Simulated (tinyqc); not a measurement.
Inside a calculation. Model: conduction-band offset of an n-N heterojunction from carrier-profile moments.

Program tinyqc, `OMP_NUM_THREADS=1 python tinyqc.py 2410080 2410081 out.jsonl`; Intel Xeon 2.30GHz, shared host, one thread, about 0.1 s. Printed values are rounded.

Layer 1 (x < 0) accumulates electrons and layer 2 (x > 0) is depleted. Boltzmann statistics. The bands bend down by V1 in layer 1 and up by V2 in layer 2, with V1 + V2 = VD = dE + Vt ln[(N2/Nc2)/(N1/Nc1)].

Parameters, values chosen for the exercise; values of the order of III-V alloys: temperature T = 200 K; relative permittivity of both layers eps_r = 11.6; density of states of the narrow-gap layer 1 Nc1 = 3.1e17 cm^-3; density of states of the wide-gap layer 2 Nc2 = 1.3e18 cm^-3; conduction-band offset dE = 0.2 eV; donor density in layer 1 N1 = 3.4e15 cm^-3; donor density in layer 2 N2 = 2e16 cm^-3; fixed charge at the interface si = -1.3e10 cm^-2.

Constants: q = 1.602176634e-19 C, kB = 1.380649e-23 J/K, Vt = kB T/q, eps0 = 8.8541878128e-14 F/cm where lengths are in cm. Results are converted to the units shown.

## Division of the diffusion potential

Sheet densities from the first integral: Q1 = sqrt((2 eps0 eps_r Vt N1/q)(exp(u1) - u1 - 1)) extra electrons, Q2 = sqrt((2 eps0 eps_r Vt N2/q)(exp(-u2) + u2 - 1)) missing ones, u = V/Vt; neutrality Q1 = Q2 + si. Q1 - Q2 rises steadily with V1, so V1 follows by bisection.

VD = 0.205832 V
V1 = 0.0641080 V
V2 = 0.141724 V
Q1 = 1.65671e11 cm^-2
n at x = 0- = 1.40258e17 cm^-3
n at x = 0+ = 5.36701e12 cm^-3

n drops across the interface by 26100 = (Nc1/Nc2) exp(dE/Vt).

## Electron profile

-x, left point 0 to 9 (nm): 0  1.32  7.99  22.9  48.5  86.6  139  208  294  399
x, right point 0 to 9 (nm): 0  14.6  35.9  60.9  88.5  118  150  183  218  254

Integrate the field q Q(V)/(eps0 eps_r) away from the interface on each side; n = N exp(+/- V/Vt).

n in layer 1, left point 0 to 9 (cm^-3): 1.40258e17  1.16241e17  5.62287e16  2.16909e16  9.55733e15  5.51384e15  4.08452e15  3.58687e15  3.44020e15  3.40633e15
n in layer 2, right point 0 to 9 (cm^-3): 5.36701e12  4.69237e13  5.57191e14  3.72581e15  1.07691e16  1.65468e16  1.90299e16  1.97558e16  1.99446e16  1.99880e16

## Offset from the moments

A C-V profile smears n(x) but keeps its zeroth and first moments: si = -int (N - n) dx, VD = (q/(eps0 eps_r)) int (N - n) x dx, dE = VD - Vt ln[(N2/Nc2)/(N1/Nc1)]. Use the trapezoidal rule on each side.

si = 3.96218e9 cm^-2
VD = 0.205157 V
dE = 0.199324 eV

On these few points dE comes out -0.68 meV from the true 0.2 eV, and si misses by 1.7e10 cm^-2, 10 % of Q1.
